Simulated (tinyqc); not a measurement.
Vacuum evaporation: vapour pressure, source flux, thickness distribution, purity and step coverage: one step, computed by the program tinyqc. Command: `OMP_NUM_THREADS=1 python tinyqc.py 3113873 3113874 out.jsonl evap walk`. One thread of a shared host (Intel(R) Xeon(R) Processor @ 2.30GHz), about 0.01 s of CPU time with the checks.

Molecular flow, unit sticking of the metal, no re-evaporation. The background gas is taken as water vapour (18.015 g/mol, collision diameter 0.37 nm) at 300 K.

Task: Offset source and rotation. Rotating wafer, source offset by s and facing upwards: thickness at radius r is the mean over the angle a of (1 + (r^2 + s^2 - 2 r s cos a)/h^2)^(-(n + 3)/2), by 360 equal steps; non-uniformity (max - min)/(max + min) over 21 radii from 0 to R.

Inputs (values chosen for the exercise, modelled on copper, with constants for the liquid):
```
quantity                         value  unit
directionality n                     1     -
source-to-wafer distance h          52    cm
wafer radius R                     7.5    cm
source offset from the axis s/h   0.55     -
```

Give: centre thickness relative to an axial source; edge over centre, rotating; non-uniformity, rotating.

Result:

centre thickness relative to an axial source = 0.58945

edge over centre, rotating = 0.99008

non-uniformity, rotating = 0.49861 %
